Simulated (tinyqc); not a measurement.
Gaps against temperature: band gaps under pressure and temperature from deformation potentials.

Murnaghan: V/V0 = (1 + Bp P/B0)^(-1/Bp), B0 = (C11 + 2 C12)/3. Each gap moves by a ln(V/V0) with its volume potential a, and falls with temperature by aV T^2/(T + bV) (Varshni); the two effects are added. No change of phase is considered.

Constants: hc = 1239.841984 eV nm.

Values chosen for the exercise (near those of GaAs, the X and L potentials typical of such crystals; not measured data):

| symbol | value | unit | meaning |
|---|---|---|---|
| Eg | 1.543 | eV | gap at Gamma to the s-like level at 0 K, 0 GPa |
| EgX | 2.013 | eV | gap to X at 0 K, 0 GPa |
| EgL | 1.835 | eV | gap to L at 0 K, 0 GPa |
| C11 | 123.4 | GPa |  |
| C12 | 56.9 | GPa |  |
| Bp | 4.11 |  | pressure derivative of the bulk modulus |
| aG | -8.37 | eV | volume potential of the Gamma gap |
| aX | 1.44 | eV | volume potential of the X gap |
| aL | -3.81 | eV | volume potential of the L gap |
| aV | (0.519, 0.473, 0.623) | meV/K | Varshni alpha of Gamma, X, L |
| bV | (192, 196, 219) | K | Varshni beta of Gamma, X, L |
| P | 5 | GPa | pressure |

At the pressure P; wavelength hc/E of the lowest gap.

Gaps (eV):

| T (K) | Gamma | X | L | lowest | wavelength (nm) |
|---|---|---|---|---|---|
| 0 | 2.0135 | 1.9321 | 2.0492 | X | 641.7 |
| 50 | 2.0081 | 1.9272 | 2.0434 | X | 643.3 |
| 100 | 1.9957 | 1.9161 | 2.0296 | X | 647.1 |
| 200 | 1.9605 | 1.8843 | 1.9897 | X | 658.0 |
| 300 | 1.9186 | 1.8462 | 1.9411 | X | 671.6 |
| 400 | 1.8732 | 1.8051 | 1.8881 | X | 686.9 |
| 500 | 1.8260 | 1.7622 | 1.8326 | X | 703.6 |
| 600 | 1.7776 | 1.7181 | 1.7753 | X | 721.6 |

From 0 to 100 K the Gamma gap falls by 17.8 meV, from 500 to 600 K by 48.4 meV: quadratic below bV, linear with a slope tending to aV = 0.519 meV/K above. X stays lowest. A pressure of 0.90 GPa, with the slope -aG/B0 at zero pressure, would undo the fall of the Gamma gap from 0 to 300 K.

Computed by tinyqc, a small Python program: `OMP_NUM_THREADS=1 python tinyqc.py 1080536 1080537 out.jsonl` (the numbers bound the seed that draws the inputs); one thread of a shared host (Intel(R) Xeon(R) Processor @ 2.30GHz), about 0.01 s for the whole set of steps.
